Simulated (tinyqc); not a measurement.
# Schottky diode by the thermionic emission-diffusion theory: several studies

Metal on an n-type semiconductor with one parabolic valley; V > 0 is forward bias (metal positive). The band bends as a parabola over the depletion layer, by Vd = Vbi - V; no image force. Carriers drift and diffuse up to the interface and leave it with the velocity vR.

Parameters, values chosen for the exercise; band and dielectric values those of a made-up semiconductor:

| symbol | value | unit | meaning |
|---|---|---|---|
| T | 300 | K | temperature |
| me | 0.214 | m0 | electron mass |
| eps_r | 10.9 |  | relative permittivity |
| mun | 980 | cm^2/(V s) | electron mobility |
| phi | 1.27 | eV | barrier height seen from the metal |
| Nd | 3.5e16 | cm^-3 | donor density |
| V | 0.26 | V | bias |

Constants: q = 1.602176634e-19 C, kB = 1.380649e-23 J/K, h = 6.62607015e-34 J s, m0 = 9.1093837015e-31 kg, Vt = kB T/q, eps0 = 8.8541878128e-14 F/cm where lengths are in cm. Results are converted to the units shown.

Each table varies one quantity; the others keep the values above.

## Effect of the doping

A* = 4 pi q me m0 kB^2/h^3 (times 1e-4 for A/(cm^2 K^2)); Nc = 2 (2 pi me m0 kB T/h^2)^1.5 (times 1e-6 for cm^-3); Vbi = phi - Vt ln(Nc/Nd); vR = A* T^2/(q Nc). LD = sqrt(eps0 eps_r Vt/(q Nd)), a = sqrt((Vbi - V)/Vt), D(a) = exp(-a^2) int_0^a exp(s^2) ds (Dawson), vD = mun Vt/(sqrt(2) LD D(a)). J = q Nc [vR vD/(vR + vD)] exp(-phi/Vt) [exp(V/Vt) - 1].

The same in every row: vR (cm/s) = 5.8152e6.

Results:

| Nd (cm^-3) | vD (cm/s) | vD/(vR + vD) | J (A/cm^2) |
|---|---|---|---|
| 9.7e13 | 4.7224e6 | 0.44815 | 1.1184e-11 |
| 3.9e14 | 9.7026e6 | 0.62526 | 1.5605e-11 |
| 6.4e15 | 4.1141e7 | 0.87616 | 2.1866e-11 |
| 2.6e16 | 8.4717e7 | 0.93577 | 2.3354e-11 |
| 1.1e17 | 1.7797e8 | 0.96836 | 2.4167e-11 |
| 4.3e17 | 3.5867e8 | 0.98405 | 2.4559e-11 |

Estimate the missing row, Nd = 1.6e15 cm^-3.

Computed row:

| Nd (cm^-3) | vD (cm/s) | vD/(vR + vD) | J (A/cm^2) |
|---|---|---|---|
| 1.6e15 | 2.0121e7 | 0.77579 | 1.9361e-11 |

With this row back in the table: vD rises from 4.72e6 to 3.59e8 cm/s, as Nd^(0.52) at fixed mobility, and J rises from 1.12e-11 to 2.46e-11 A/cm^2, while the pure emission value 2.50e-11 A/cm^2 does not depend on Nd. In 4 of the 7 rows vD exceeds 3e7 cm/s, beyond usual saturation velocities, since the low-field mobility is used at the surface field.

## Effect of the mobility

Same model as above.

The same in every row: vR (cm/s) = 5.815e6.

Effect of the mobility:

| mun (cm^2/(V s)) | vD (cm/s) | vD/(vR + vD) | J (A/cm^2) |
|---|---|---|---|
| 1.2 | 1.209e5 | 0.02037 | 5.083e-13 |
| 4.4 | 4.433e5 | 0.07083 | 1.768e-12 |
| 16 | 1.612e6 | 0.2170 | 5.416e-12 |
| 57 | 5.742e6 | 0.4968 | 1.240e-11 |
| 210 | 2.116e7 | 0.7844 | 1.958e-11 |
| 750 | 7.556e7 | 0.9285 | 2.317e-11 |
| 2700 | 2.720e8 | 0.9791 | 2.443e-11 |
| 9800 | 9.873e8 | 0.9941 | 2.481e-11 |

What does the comparison show, and why?

J rises from 5.08e-13 to 2.48e-11 A/cm^2, as mun^(0.96) between the first two rows and mun^(0.01) between the last two. vD equals vR at mun = 57.7 cm^2/(V s): below that diffusion limits the current, above it emission. In 3 of the 8 rows vD exceeds 3e7 cm/s, beyond usual saturation velocities, since the low-field mobility is used at the surface field.

## Current against voltage

Same model as above.

Ideality n = (dV/d ln[J/(1 - exp(-V/Vt))])/Vt.

Current against voltage:

| V (V) | vD (cm/s) | vD/(vR + vD) | J (A/cm^2) | n |
|---|---|---|---|---|
| 0.05 | 1.100e8 | 0.9498 | 6.014e-15 | 1.001 |
| 0.197 | 1.022e8 | 0.9462 | 2.064e-12 | 1.001 |
| 0.345 | 9.380e7 | 0.9416 | 6.295e-10 | 1.001 |
| 0.492 | 8.459e7 | 0.9357 | 1.844e-7 | 1.001 |
| 0.64 | 7.416e7 | 0.9273 | 5.599e-5 | 1.002 |
| 0.787 | 6.207e7 | 0.9143 | 0.01628 | 1.003 |
| 0.935 | 4.669e7 | 0.8892 | 4.850 | 1.008 |
| 1.082 | 2.337e7 | 0.8008 | 1287 | 1.043 |

vD falls from 1.10e8 to 2.34e7 cm/s and the share vD/(vR + vD) falls from 0.950 to 0.801; n goes from 1.001 to 1.043. It exceeds 1 only as far as vD, which falls with the surface field, limits the current. In 7 of the 8 rows vD exceeds 3e7 cm/s, beyond usual saturation velocities, since the low-field mobility is used at the surface field.

Numbers from tinyqc (`OMP_NUM_THREADS=1 python tinyqc.py 2640172 2640173 out.jsonl`; about 0.01 s on one thread of a shared Intel Xeon 2.30GHz).
